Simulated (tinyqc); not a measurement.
Worked calculation: sp3 tight binding, zinc-blende lattice. Computed by tinyqc, a small Python program that keeps every step. Command: `OMP_NUM_THREADS=1 python tinyqc.py 26701 26702 out.jsonl` (the two numbers bound the seeds that draw the settings). One thread of a shared host (Intel(R) Xeon(R) Processor @ 2.60GHz), about 0.01 s of CPU time with the checks.

## Bloch Hamiltonian at k

Parameters chosen for this model: zinc-blende lattice, anion at 0, cation at a/4 (1,1,1); V = eta hbar^2 / (m d^2), hbar^2/m = 7.619964 eV angstrom^2:
```
parameter          value      unit
a               3.900000  angstrom
d               1.688750  angstrom
Es anion      -15.930000        eV
Ep anion       -7.140000        eV
Es cation     -15.930000        eV
Ep cation      -7.140000        eV
eta ss         -1.410000
eta sp          1.430000
eta pp sigma    2.710000
eta pp pi      -0.630000
V ss           -3.767398        eV
V sp            3.820837        eV
V pp sigma      7.240886        eV
V pp pi        -1.683306        eV
```

k point k (2 pi / a): 0.040000  0.500000  -0.120000

Slater-Koster rules over the four bonds with direction cosines (l, m, n): ss V_ss; s-px l V_sp; px-s -l V_sp; px-px l^2 V_pps + (1 - l^2) V_ppp; px-py l m (V_pps - V_ppp); each times exp(i k.d).

H(k) at k (eV):
```
                       a s                 a px                 a py                a pz
a s             -15.930000             0.000000             0.000000            0.000000
a px              0.000000            -7.140000             0.000000            0.000000
a py              0.000000             0.000000            -7.140000            0.000000
a pz              0.000000             0.000000             0.000000           -7.140000
c s   -10.446414+0.125374i  -1.166840+0.384836i  -0.073411+6.116789i  0.384836-1.166840i
c px    1.166840-0.384836i   3.580922-0.042977i  -0.518950+1.573480i  0.098995-8.248468i
c py    0.073411-6.116789i  -0.518950+1.573480i   3.580922-0.042977i  1.573480-0.518950i
c pz   -0.384836+1.166840i   0.098995-8.248468i   1.573480-0.518950i  3.580922-0.042977i

                       c s                 c px                 c py                 c pz
a s   -10.446414-0.125374i   1.166840+0.384836i   0.073411+6.116789i  -0.384836-1.166840i
a px   -1.166840-0.384836i   3.580922+0.042977i  -0.518950-1.573480i   0.098995+8.248468i
a py   -0.073411-6.116789i  -0.518950-1.573480i   3.580922+0.042977i   1.573480+0.518950i
a pz    0.384836+1.166840i   0.098995+8.248468i   1.573480+0.518950i   3.580922+0.042977i
c s             -15.930000             0.000000             0.000000             0.000000
c px              0.000000            -7.140000             0.000000             0.000000
c py              0.000000             0.000000            -7.140000             0.000000
c pz              0.000000             0.000000             0.000000            -7.140000
```

## Levels at k

Diagonalise the Hermitian matrix.

eigenvalues (eV): -28.021676  -16.635989  -16.362628  -14.846112  -1.677750  -1.480999  1.966982  2.358172

weights |c|^2 of the basis functions:
```
        band 1    band 2    band 3    band 4    band 5    band 6    band 7    band 8
a s   0.468123  0.027666  0.007932  0.113740  0.069042  0.301318  0.000998  0.011180
a px  0.000302  0.230607  0.254858  0.006370  0.010250  0.031753  0.165675  0.300186
a py  0.029966  0.024600  0.007954  0.329197  0.418588  0.161112  0.000281  0.028301
a pz  0.001609  0.217127  0.229255  0.050693  0.002120  0.005816  0.333047  0.160333
c s   0.468123  0.027666  0.007932  0.113740  0.069042  0.301318  0.000998  0.011180
c px  0.000302  0.230607  0.254858  0.006370  0.010250  0.031753  0.165675  0.300186
c py  0.029966  0.024600  0.007954  0.329197  0.418588  0.161112  0.000281  0.028301
c pz  0.001609  0.217127  0.229255  0.050693  0.002120  0.005816  0.333047  0.160333
```

## Bloch Hamiltonian at X

k point X (2 pi / a): 1  0  0

As before.

H(k) at X (eV):
```
                     a s                a px                 a py                 a pz
a s           -15.930000            0.000000             0.000000             0.000000
a px            0.000000           -7.140000             0.000000             0.000000
a py            0.000000            0.000000            -7.140000             0.000000
a pz            0.000000            0.000000             0.000000            -7.140000
c s             0.000000  0.000000+8.823844i             0.000000             0.000000
c px  0.000000-8.823844i            0.000000             0.000000             0.000000
c py            0.000000            0.000000             0.000000  0.000000-11.898923i
c pz            0.000000            0.000000  0.000000-11.898923i             0.000000

                     c s                c px                 c py                 c pz
a s             0.000000  0.000000+8.823844i             0.000000             0.000000
a px  0.000000-8.823844i            0.000000             0.000000             0.000000
a py            0.000000            0.000000             0.000000  0.000000+11.898923i
a pz            0.000000            0.000000  0.000000+11.898923i             0.000000
c s           -15.930000            0.000000             0.000000             0.000000
c px            0.000000           -7.140000             0.000000             0.000000
c py            0.000000            0.000000            -7.140000             0.000000
c pz            0.000000            0.000000             0.000000            -7.140000
```

## Levels at X

As before.

eigenvalues (eV): -21.392802  -21.392802  -19.038923  -19.038923  -1.677198  -1.677198  4.758923  4.758923

## Bands along a path

The same steps at evenly spaced points between the labelled ones.

Bands along the path (eV):
```
k             band 1      band 2      band 3      band 4     band 5     band 6     band 7     band 8
L         -25.569466  -21.065058  -15.672311  -15.672311  -3.786218   1.392311   1.392311   4.280741
L-G 0.20  -26.493415  -19.996407  -15.410227  -15.410227  -3.507487   1.130227   1.130227   3.857308
L-G 0.40  -28.142764  -17.852460  -14.681067  -14.681067  -2.803212   0.401067   0.401067   2.658436
L-G 0.60  -29.636678  -15.441106  -13.668177  -13.668177  -1.990944  -0.611823  -0.611823   0.928728
L-G 0.80  -30.645036  -13.278974  -12.715673  -12.715673  -1.564327  -1.564327  -1.552037  -0.663953
G         -30.999593  -12.305700  -12.305700  -12.305700  -1.974300  -1.974300  -1.974300  -0.860407
G-X 0.20  -30.524777  -13.276483  -13.276483  -12.721287  -1.964385  -1.003517  -1.003517  -0.929550
G-X 0.40  -29.148751  -15.287478  -15.287478  -13.952714  -1.933667  -1.104868   1.007478   1.007478
G-X 0.60  -27.012193  -17.233930  -17.233930  -15.929721  -1.879170  -1.318917   2.953930   2.953930
G-X 0.80  -24.334600  -18.568578  -18.568578  -18.492065  -1.795871  -1.517464   4.288578   4.288578
X         -21.392802  -21.392802  -19.038923  -19.038923  -1.677198  -1.677198   4.758923   4.758923
X-W 0.20  -21.392802  -21.392802  -19.038923  -19.038923  -1.677198  -1.677198   4.758923   4.758923
X-W 0.40  -21.392802  -21.392802  -19.038923  -19.038923  -1.677198  -1.677198   4.758923   4.758923
X-W 0.60  -21.392802  -21.392802  -19.038923  -19.038923  -1.677198  -1.677198   4.758923   4.758923
X-W 0.80  -21.392802  -21.392802  -19.038923  -19.038923  -1.677198  -1.677198   4.758923   4.758923
W         -21.392802  -21.392802  -19.038923  -19.038923  -1.677198  -1.677198   4.758923   4.758923
```

With 4 band(s) filled, the highest filled level on these points lies at G and the lowest empty one at L: a gap of 8.5195 eV, indirect.
